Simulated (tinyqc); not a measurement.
What each change does: band folding and unfolding in a supercell of a chain.

A chain with hopping -t and n = 5 sites a supercell. H(K) has v_j on the diagonal, -t between neighbours and -t exp(2 pi i K) on the bond that closes the cell (from the last site to the first of the next cell). The point K holds the n wave vectors k_m = (K + m)/n of the primitive zone, in 2 pi/a, m = 0 to n - 1, with E0 = -2t cos(2 pi k_m). The unfolding weight of a state c on k_m is |sum_j c_j exp(-2 pi i k_m j)|^2/n, j = 0 to n - 1.

Inputs chosen for the exercise: t = 0.75 eV (hopping); v = (0.465, 0.144, -0.376, -0.376, 0.144) eV (site energies in the supercell); Kq = 0.39 2 pi/(n a) (wave vector in the small zone).

The two lowest levels at K and the weight of the lowest on k_0.

One parameter was then changed.

Results before and after:

| case | level 1 (eV) | level 2 (eV) | weight |
|---|---|---|---|
| base | -1.4934 | -0.9764 | 0.7244 |
| changed | -1.4942 | -0.9758 | 0.7235 |

Which of these changes was made? (a) t = 0.825 eV; (b) v = (-0.465, -0.144, 0.376, 0.376, -0.144) eV; (c) Kq = 0.305 2 pi/(n a).

Answer: (b) v = (-0.465, -0.144, 0.376, 0.376, -0.144) eV. Of the candidates, run in turn, only this one gives the changed row.

All candidates:

| case | level 1 (eV) | level 2 (eV) | weight |
|---|---|---|---|
| base | -1.4934 | -0.9764 | 0.7244 |
| t = 0.825 eV | -1.6172 | -1.0868 | 0.7428 |
| v = (-0.465, -0.144, 0.376, 0.376, -0.144) eV | -1.4942 | -0.9758 | 0.7235 |
| Kq = 0.305 2 pi/(n a) | -1.5248 | -0.8976 | 0.8272 |

Program tinyqc; command `OMP_NUM_THREADS=1 python tinyqc.py 1481056 1481057 out.jsonl`; about 0.01 s on one thread of a shared Intel(R) Xeon(R) Processor @ 2.30GHz.
